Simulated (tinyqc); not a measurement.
MOS structure on a p-type body with a surface-enhanced doping, non-linear Poisson equation by Newton steps: two steps of the calculation.

One dimension, insulator interface at x = 0, acceptor density Na + N0 exp(-x/Ls), net doping C = -(acceptor density). psi is counted from the intrinsic level: n = ni exp((psi - Vb)/Vt), p = ni exp(-psi/Vt); deep in the body psi_b = -Vt ln(Na/ni). The gate acts through Cox = eps0 eox/tox and has the potential psi_G = Vg - (phiM - chi - Vt ln(Nc/ni)). Boltzmann statistics, full ionisation, classical densities, no oxide or interface charge. Acceptors in real wide-gap material are deep and only partly ionised in the neutral body.

Inputs (values chosen for the exercise); band and dielectric values close to those of 4H silicon carbide: temperature T = 400 K; band gap Eg = 3.3 eV; conduction-band density of states at T Nc = 2.6e19 cm^-3; valence-band density of states at T Nv = 3.79e19 cm^-3; electron affinity chi = 3.66 eV; acceptor density deep in the body Na = 4e16 cm^-3; relative permittivity of the gate insulator (close to silicon dioxide) eox = 3.9; insulator thickness tox = 5.1 nm; gate work function phiM = 4.01 eV; electron quasi-Fermi potential against the body Vb = 0 V; gate voltage against the body Vg = 1.15 V.

Constants: q = 1.602176634e-19 C, kB = 1.380649e-23 J/K, Vt = kB T/q, eps0 = 8.8541878128e-14 F/cm where lengths are in cm. Results are converted to the units shown.

Problem 1. Scales and end potentials. ni = sqrt(Nc Nv) exp(-Eg/(2 Vt)), Eg in volts; Cox, psi_G and psi_b as defined.

Wanted: ni; Cox; psi_G; psi_b.

Solution 1.

ni = 0.051018 cm^-3
Cox = 0.67708 uF/cm^2
psi_G = 2.4435 V
psi_b = -1.4202 V

Problem 2. Converged densities and sheet charges. n and p as above; box widths w_i (half boxes at both ends); band bending psi_0 - psi_b; N_inv = sum w n; N_dep = -sum w (p + C); centroid sum w n x/N_inv; gate charge Cox (psi_G - psi_0)/q.

```
node  x (nm)  converged psi (V)  net doping C (cm^-3)
0          0          1.6010400               -3.6e17
1        0.8          1.5517346         -3.5742456e17
2       2.39          1.4615836         -3.5236725e17
3       5.54          1.2898654         -3.4258475e17
4       11.8          0.9678398         -3.2404398e17
5       24.2          0.4012192         -2.9060464e17
6       48.9         -0.4743664         -2.3526968e17
7         98         -1.4046912         -1.5891655e17
8        195         -1.4453074         -8.4639719e16
9        389         -1.4254037         -4.6290421e16
10       773         -1.4203702         -4.0130060e16
11      1540         -1.4202481         -4.0000056e16
```

ni = 0.051017746 cm^-3

Find: n; p; band bending; N_inv; N_dep; centroid of the electrons; gate charge over q.

Solution 2.

```
node   n (cm^-3)   p (cm^-3)
0      7.5847e18  3.4317e-22
1      1.8143e18  1.4346e-21
2      1.3270e17  1.9615e-20
3      9.1056e14  2.8585e-18
4      7.9793e10  3.2619e-14
5         5792.4   4.4935e-7
6      5.3823e-8       48359
7     1.0219e-19   2.5471e16
8     3.1452e-20   8.2755e16
9     5.6031e-20   4.6453e16
10    6.4840e-20   4.0142e16
11    6.5070e-20   4.0000e16
```

band bending = 3.0213 V
N_inv = 5.5208e11 cm^-2
N_dep = 3.0082e12 cm^-2
centroid of the electrons = 0.45463 nm
gate charge over q = 3.5603e12 cm^-2

N_inv + N_dep is within 0.01 % of the gate charge.

Program tinyqc, `OMP_NUM_THREADS=1 python tinyqc.py 2080032 2080033 out.jsonl`; Intel Xeon 2.30GHz, shared host, one thread, about 0.5 s.
